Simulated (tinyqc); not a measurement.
Leakage through a gate insulator: direct, Fowler-Nordheim, trap-assisted and Poole-Frenkel currents: one step, computed by the program tinyqc.

Electrons enter from the cathode Fermi level at x = 0; the conduction band of the insulator lies phi_b - e F x above it, F = V/t. WKB exponents use a parabolic band with mass m.

Problem. One trap at several depths. For a level a distance phi(x) below the band, the WKB exponent is 2 int kappa dx with kappa = sqrt(m phi/(hbar^2/2m_0)); for a linear barrier from phi_1 down to phi_2 = max(phi_1 - e F d, 0) it is G = (4/3) sqrt(m/(hbar^2/2m_0)) (phi_1^(3/2) - phi_2^(3/2))/(e F). A trap at depth x lies phi_t below the band. Capture: tunnel at the cathode Fermi level from 0 to x (G_in from phi_1 = phi_b), rate nu_0 exp(-G_in - E_c/k_B T) with E_c = E_a + max(phi_b - phi_t - e F x, 0), the last term being the height of the trap above the cathode Fermi level. Emission: tunnel from the trap level to the anode (G_out from phi_1 = phi_t over t - x), rate nu_0 exp(-G_out - E_a/k_B T). Re-emission to the cathode follows from detailed balance, rate_back = rate_in exp(dE/k_B T) with dE = phi_b - phi_t - e F x. Each trap passes R = rate_in rate_out/(rate_in + rate_back + rate_out) electrons per second; filling from the anode is left out. Depths: t times 0.08, 0.2, 0.32, 0.44, 0.56, 0.68, 0.8 and 0.92, rounded to 0.01 nm.

Inputs (values chosen for the exercise, with an insulator like Al2O3):

| quantity | value | unit |
|---|---|---|
| thickness t | 4.6 | nm |
| barrier phi_b | 2.17 | eV |
| tunnelling mass m | 0.32 | m_0 |
| voltage across the insulator V | 1.4 | V |
| trap depth phi_t | 1.3 | eV |
| attempt rate nu_0 | 2e+13 | 1/s |
| activation of capture E_a | 0.19 | eV |
| temperature T | 400 | K |

Constants: k_B = 8.617333262e-05 eV/K; hbar^2/(2 m_0) = 3.80998212 eV angstrom^2.

Give: Rates.

Solution.

Rates:

| x (nm) | G_in | G_out | E_c (eV) | rate in (1/s) | rate back (1/s) | rate out (1/s) | R (1/s) |
|---|---|---|---|---|---|---|---|
| 0.37 | 3.118 | 18.801 | 0.94739 | 1.0242e+00 | 3.5733e+09 | 5.5201e+02 | 1.5821e-07 |
| 0.92 | 7.596 | 17.849 | 0.78000 | 1.4945e+00 | 4.0567e+07 | 1.4296e+03 | 5.2667e-05 |
| 1.47 | 11.880 | 16.219 | 0.61261 | 2.6483e+00 | 5.5924e+05 | 7.2969e+03 | 3.4109e-02 |
| 2.02 | 15.961 | 14.130 | 0.44522 | 5.7513e+00 | 9.4485e+03 | 5.8982e+04 | 4.9568e+00 |
| 2.58 | 19.896 | 11.617 | 0.27478 | 1.5786e+01 | 1.8470e+02 | 7.2731e+05 | 1.5781e+01 |
| 3.13 | 23.532 | 8.823 | 0.19000 | 4.8699e+00 | 4.4330e-01 | 1.1889e+07 | 4.8699e+00 |
| 3.68 | 26.925 | 5.740 | 0.19000 | 1.6358e-01 | 1.1584e-04 | 2.5964e+08 | 1.6358e-01 |
| 4.23 | 30.058 | 2.391 | 0.19000 | 7.1314e-03 | 3.9290e-08 | 7.3881e+09 | 7.1314e-03 |

The most effective of these traps sits at 2.58 nm, 56 % of the way; where rate back exceeds rate out, re-emission drains the trap, and elsewhere the slower forward step limits R; here capture limits, and the best depth is where the trap level drops to the cathode Fermi level.
